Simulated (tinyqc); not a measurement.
Inside a calculation. Method: plane-wave Kohn-Sham cycle with exchange-only LDA in a layered model solid. One step of it, computed by the program tinyqc.

Question. Iteration 1: Hamiltonian at one k. H(m,m') = (k + G_m)^2/2 delta + V(G_m - G_m'), with V(-G) = V(G).

A solid whose potential varies along x alone (atomic units):
```
parameter                      value
period a                   10.000000
cross-section of the cell  17.000000
electrons per cell                 4
grid points                       16
plane waves -n..n, n               2
k points                           3
V1 in V1 cos(2 pi x/a)     -0.550000
```

V(G_m), m = 0, 1, 2, ... (hartree): -0.282181  -0.275000  0.000000  0.000000  0.000000

k = 0.000000 2 pi / a

Give: H.

Answer.

H (hartree), lower triangle:
```
        -2      -1      +0      +1     +2
-2   0.507
-1  -0.275  -0.085
+0   0.000  -0.275  -0.282
+1   0.000   0.000  -0.275  -0.085
+2   0.000   0.000   0.000  -0.275  0.507
```
